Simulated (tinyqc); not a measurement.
Worked calculation: shallow acceptor in the spherical four-band model. Values are carried at full precision from step to step, so a last printed digit may differ when a step is redone from the rounded ones.

Units Ry* = Ry/(g1 eps^2) and a* = a0 eps g1; mu = (6 g3 + 4 g2)/(5 g1) is the spherical heavy-light coupling and delta = (g3 - g2)/g1 the cubic term, which is left out.

Constants: Ry = 13.60569312 eV; a0 (Bohr radius) = 0.5291772105 angstrom.

Values chosen for the exercise (near those of a shallow acceptor in InP; shifted at random, so the results belong to these values and not to a real crystal):
- g1 = 5.07 (Luttinger gamma1)
- g2 = 1.6 (gamma2)
- g3 = 2.09 (gamma3)
- eps = 12.3 (dielectric constant)
- al = (0.971, 5.83) 1/a*^2 (exponents a_i, the same for f and g)
- Dso = 0.106 eV (spin-orbit splitting)

## Units and couplings

Give Ry*, a*, mu, delta and the spherical masses 1/(g1 (1 -/+ mu)).

Ry* = 17.738 meV
a* = 33.00 angstrom
mu = 0.74714
delta = 0.0966

heavy and light mass (m0): 0.7800  0.1129

A hydrogen model with the heavy mass would bind by Ry*/(1 - mu) = 70.1 meV and with the light mass by 10.2 meV. delta/mu = 0.13: the cubic term is a modest correction.

## Matrices in a small basis

The ground state 1S3/2 has an L = 0 part f(r) and an L = 2 part g(r). In units of Ry* and a*, with Gaussians f_i = exp(-a_i r^2), g_i = r^2 exp(-a_i r^2), A = a_i + a_j and I(n) = Gamma((n + 1)/2)/(2 A^((n + 1)/2)): S_ff = I(2), S_gg = I(6), H_ff = (6 a_i a_j/A) I(2) - 2 I(1), H_gg = (14 a_i a_j/A) I(6) - 2 I(5), H_fg = -mu [15 I(2) - 20 a_j I(4) + 4 a_j^2 I(6)]; each function is then normalised. The split-off band is left out.

Form S and H.

S:
```
        f1      f2      g1      g2
f1  1.0000  0.5853       0       0
f2  0.5853  1.0000       0       0
g1       0       0  1.0000  0.2865
g2       0       0  0.2865  1.0000
```

H (Ry*):
```
         f1        f2       g1        g2
f1  -0.2319   -0.5215  -2.8097   -0.8050
f2  -0.5215    9.7839  -4.8336  -16.8700
g1  -2.8097   -4.8336   5.1197    2.4395
g2  -0.8050  -16.8700   2.4395   36.7001
```

## Ground state in the small basis

Solve H u = E S u for the lowest level of the acceptor; the first half of the basis is L = 0 and the second L = 2. Give E, E without the f-g block, and the L = 2 weight u_g S_gg u_g with u S u = 1.

E = -1.914 Ry*
E without coupling = -0.246 Ry*
L = 2 weight = 0.226

Without the coupling the exact value is -1, which this basis, tuned to the compact coupled state, misses by 0.754. The coupling to L = 2 takes the level to 1.91 times that exact value.

## Converged result

Converged values use 22 exponents 2.2^i, i = -7 to 14, for f and for g.
Ground and next level of the same symmetry, L = 2 weight and mean radius.

1S3/2 and 2S3/2 (Ry*): -2.125  -0.629

binding energies (meV): 37.7  11.1

L = 2 weight = 0.257
<r> = 25.5 angstrom

The small basis reaches 90 % of the binding. The ratio 1S/2S is 3.38 (4 for hydrogen). The binding is 0.36 of Dso, so the split-off band, left out here, would deepen it noticeably.

## Checks

- Level at mu = 0 against -1 Ry*: both -1.0000.
- Ground level from a second, denser basis, Ry*: both -2.125.

tinyqc: `OMP_NUM_THREADS=1 python tinyqc.py 1250603 1250604 out.jsonl`; about 0.03 s, one thread, shared Intel(R) Xeon(R) Processor @ 2.30GHz.
